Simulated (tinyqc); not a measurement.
## Dead time against afterpulsing

Afterpulse probability pap = pa (Cd Vx/q) exp(-td/tt) Pm, with Pm the trigger probability of a released carrier; largest rate 1/td; each true event gives 1/(1 - pap) counts.

Values chosen for this exercise: excess bias Vx = 8.1 V; diode capacitance Cd = 20 fF; trapping probability per avalanche carrier pa = 2.7e-7; trap release time tt = 5.9 ns.

Constants: q = 1.602176634e-19 C. Results are converted to the units shown.

Pm = 0.956

Results:

| td (ns) | pap (%) | largest rate (1e6/s) | counts per event |
|---|---|---|---|
| 1.2 | 21.30 | 833.3 | 1.271 |
| 1.9 | 18.91 | 526.3 | 1.233 |
| 5.1 | 11.00 | 196.1 | 1.124 |
| 8.2 | 6.502 | 122.0 | 1.070 |
| 13 | 2.882 | 76.92 | 1.030 |
| 22 | 0.6269 | 45.45 | 1.006 |
| 35 | 0.06923 | 28.57 | 1.001 |

Estimate the missing row, td = 3.1 ns.

Computed row:

| td (ns) | pap (%) | largest rate (1e6/s) | counts per event |
|---|---|---|---|
| 3.1 | 15.43 | 322.6 | 1.182 |

With this row back in the table: The afterpulse probability falls from 21.3 to 0.0692 %, a factor of ten for every 13.6 ns, while the largest rate falls from 833 to 28.6 million a second.

Computed by the program tinyqc: `OMP_NUM_THREADS=1 python tinyqc.py 2630118 2630119 out.jsonl`, one thread of a shared Intel Xeon 2.30GHz, about 0.01 s for the whole run.
